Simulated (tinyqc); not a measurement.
Doping and thickness from pinch-off voltage and conductance.

Inverse problem. A uniform channel has Vp = q Nd a^2/(2 eps0 eps_r) and G0 = q mu Nd a W/L. Find a and Nd.

Parameters, values chosen for the exercise; material values those of a made-up semiconductor:

| symbol | value | unit | meaning |
|---|---|---|---|
| eps_r | 9.73 |  | relative permittivity of the semiconductor |
| mu | 2800 | cm^2/(V s) | low-field mobility at this doping |
| L | 5 | um | gate length |
| W | 100 | um | gate width |

Constants: q = 1.602176634e-19 C, eps0 = 8.8541878128e-14 F/cm where lengths are in cm. Results are converted to the units shown.

Vp = 3.7715231 V
G0 = 27.993230 mS

Solution. G0 gives the product Nd a and Vp gives Nd a^2; their ratio is a.

a = 130 nm
Nd = 2.40e17 cm^-3

Numbers from tinyqc (`OMP_NUM_THREADS=1 python tinyqc.py 2500057 2500058 out.jsonl`; about 0.04 s on one thread of a shared Intel Xeon 2.30GHz).
